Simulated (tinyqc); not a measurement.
A ladder of methods, and size consistency: correlation methods against full CI in the 6-31g basis, for H2, spin multiplicity 1. Computed by the program tinyqc with PySCF. All electrons correlated; +Q is the Davidson correction (1 - c0^2) E_corr. The last columns treat two copies 100 angstrom apart as one system. FCI is the lowest singlet.

Geometry (angstrom):
```
atom,x,y,z
H,0.0000,0.0000,0.0000
H,0.0000,0.0000,1.0470
```

RHF energy of one = -1.085992 hartree

Correlation energies (hartree):
```
method,E_corr of one,share of FCI (%),E_corr of two at 100 angstrom,two minus twice one (mhartree)
MP2,-0.02104,62.629,-0.04208,0.000
CISD,-0.03359,100.000,-0.06517,2.014
CISD+Q,-0.03467,103.201,-0.06895,0.387
CCSD,-0.03359,100.000,-0.06719,0.000
CCSD(T),-0.03359,100.000,-0.06719,0.000
FCI,-0.03359,100.000,-,-
```

What does the comparison show, and why?

MP2 recovers 63 %, CISD 100.0 % and CCSD 100.0 % of the FCI value (c0^2 = 0.968 in CISD). MP2 and coupled cluster are size consistent, so their last column vanishes; CISD loses 2.01 mhartree, since a double excitation on each copy is a quadruple of the pair, and the Davidson correction leaves +0.39. With two electrons, or one virtual orbital, CISD and CCSD are exact for one copy, so +Q overshoots there.
